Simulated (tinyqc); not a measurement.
Long-channel MOSFET, surface-potential model: effect of the temperature.

n-channel transistor on a uniformly doped p-type body, gradual-channel approximation, constant mobility, Boltzmann statistics, full ionisation. Potentials are counted from the neutral body; V is the electron quasi-Fermi potential, Vsb at the source and Vsb + Vds at the drain. Charges are magnitudes per area.

Nc and Nv are given at 300 K and scale as (T/300 K)^1.5; Eg, Vfb and mu are held fixed. ni = sqrt(Nc Nv) exp(-Eg/(2 Vt)), Eg in volts; phiF = Vt ln(Na/ni); Cox = eps0 eox/tox; gamma = sqrt(2 q eps0 eps_r Na)/Cox. The surface potential psi at channel potential V solves Vgs + Vsb - Vfb - psi = gamma sqrt(G), G = psi - Vt + Vt exp((psi - 2 phiF - V)/Vt). Charge sheet: Qi = Cox gamma [sqrt(G) - sqrt(psi - Vt)]; I = mu (W/L) [integral of Qi dpsi from psi_0 to psi_L (drift) + Vt (Qi0 - QiL) (diffusion)], with psi_0 at V = Vsb and psi_L at V = Vsb + Vds. VT = Vfb + 2 phiF + gamma sqrt(2 phiF + Vsb), m = 1 + gamma/(2 sqrt(2 phiF + Vsb)). The swing is 20 mV/log10[I(VT - 0.14 V)/I(VT - 0.16 V)] of the charge-sheet current at the given Vds.

Values chosen for this exercise; material values close to those of silicon:

| symbol | value | unit | meaning |
|---|---|---|---|
| Eg | 1.1 | eV | band gap |
| eps_r | 11.6 |  | relative permittivity of the semiconductor |
| Nc | 2.77e19 | cm^-3 | conduction-band density of states at the reference temperature |
| Nv | 2.68e19 | cm^-3 | valence-band density of states at the reference temperature |
| Na | 1.1e17 | cm^-3 | acceptor density of the body |
| eox | 3.99 |  | relative permittivity of the gate insulator |
| tox | 8.7 | nm | insulator thickness |
| Vfb | -0.96 | V | flat-band voltage |
| mu | 120 | cm^2/(V s) | channel mobility |
| W | 20 | um | gate width |
| L | 2 | um | gate length |
| Vsb | 0.3 | V | source-body reverse bias |
| Vgs | 0.66 | V | gate-source voltage |
| Vds | 0.5 | V | drain-source voltage |

Constants: q = 1.602176634e-19 C, kB = 1.380649e-23 J/K, Vt = kB T/q, eps0 = 8.8541878128e-14 F/cm where lengths are in cm. Results are converted to the units shown.

The same in every row: gamma (V^0.5) = 0.4686.

Result of one run:
```
T (K)	VT (V)	m	swing (mV/decade)	I at Vgs, Vds (uA)
250	0.4220	1.216	61.70	5.975
```

What becomes of these results when the temperature T is changed from 250 to 220 K, all else the same?

Result of the changed run:
```
T (K)	VT (V)	m	swing (mV/decade)	I at Vgs, Vds (uA)
220	0.4638	1.213	54.03	3.991
```

The whole series:
```
T (K)	VT (V)	m	swing (mV/decade)	I at Vgs, Vds (uA)
220	0.4638	1.213	54.03	3.991
250	0.4220	1.216	61.70	5.975
280	0.3791	1.220	69.49	8.441
310	0.3349	1.223	77.40	11.42
340	0.2898	1.227	85.46	14.93
370	0.2436	1.231	93.69	19.00
400	0.1965	1.235	102.1	23.65
```

As T goes from 220 to 400 K, VT falls from 0.464 to 0.197 V, the swing rises from 54.0 to 102 mV a decade and the current rises from 3.99 to 23.6 uA. The swing is 2.0 % above m Vt ln 10 in the first row and 4.1 % above it in the last. In every row the mobility is held fixed, though a real channel mobility changes with T and would alter the trend of the current.

Numbers from tinyqc (`OMP_NUM_THREADS=1 python tinyqc.py 2360013 2360014 out.jsonl`; about 0.04 s on one thread of a shared Intel Xeon 2.30GHz).
